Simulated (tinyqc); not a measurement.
Inside a calculation: gated graphene: carriers, quantum capacitance and optical conductivity. Values are carried at full precision from step to step, so a last printed digit may differ when a step is redone from the rounded ones.

Cones E = +/- hv |k|, four flavours, D(E) = 2|E|/(pi hv^2). n = (2/pi)(kT/hv)^2 F_1(mu/kT), p = (2/pi)(kT/hv)^2 F_1(-mu/kT), in 1/angstrom^2 (1e16 for 1/cm^2); F_1(eta) = integral_0^infinity x dx/(1 + exp(x - eta)). Cq/e^2 = d(n - p)/d mu = (2 kT/(pi hv^2)) ln(2 + 2 cosh(mu/kT)).

Gate: V = mu/e + e (n - p)/Cox with Cox/e^2 = k/(4 pi e2 t), t in angstrom, e2 = e^2/(4 pi eps0); 1/(eV angstrom^2) in C/e^2 equals 1602.176634 microfarad/cm^2; total 1/C = 1/Cox + 1/Cq.

Constants: kB = 8.617333262e-05 eV/K; e^2/(4 pi eps0) = 14.39964547 eV angstrom; fine-structure constant alpha = 0.007297352564.

Inputs chosen for the exercise (Fermi velocity near that of graphene, gate dielectric near hBN; not measured data): hv = 6.15 eV angstrom (hbar vF); T = 300 K; k = 3.57 (dielectric constant of the gate layer); t = 10 nm (its thickness); V = 4.49 V (gate voltage from the neutrality point); E = 0.948 eV (photon energy); Gm = 5 meV (intraband damping).

## Chemical potential at the gate voltage

Solve the gate equation for mu.

Cox = 0.3161 microfarad/cm^2
mu = 0.3095 eV
n = 8.25e+12 1/cm^2
p = 7.10e+05 1/cm^2

mu takes 6.9 % of the gate voltage; the zero-temperature rule |mu| = hv sqrt(pi |n - p|) gives 0.3131 eV.

## Quantum capacitance

1/(eV angstrom^2) in C/e^2 equals 1602.176634 microfarad/cm^2; 1/C = 1/Cox + 1/Cq.

Cq = 8.347 microfarad/cm^2
C = 0.3046 microfarad/cm^2
Cq at mu = 0 = 0.9665 microfarad/cm^2

C is 0.964 of Cox.

## Optical conductivity at one energy

Conductivity over sigma0 = e^2/(4 hbar): interband Re = sinh(E/2kT)/(cosh(mu/kT) + cosh(E/2kT)); intraband Re = (8 kT/pi) ln(2 cosh(mu/2kT)) Gm/(E^2 + Gm^2). A free sheet absorbs about pi alpha_f Re(sigma/sigma0), alpha_f the fine-structure constant (alpha among the constants).

Evaluate both parts and the absorption.

interband = 0.9983
intraband = 0.0022
absorption = 2.294 %

E is above 2|mu| = 0.6190 eV; at this temperature interband transitions are mostly open; the universal value is pi alpha_f = 2.293 %.

## Checks

- Cq/e^2 against the finite difference of n - p (1/(eV angstrom^2)): both 0.005210.

tinyqc: `OMP_NUM_THREADS=1 python tinyqc.py 1650972 1650973 out.jsonl`; about 0.01 s, one thread, shared Intel(R) Xeon(R) Processor @ 2.30GHz.
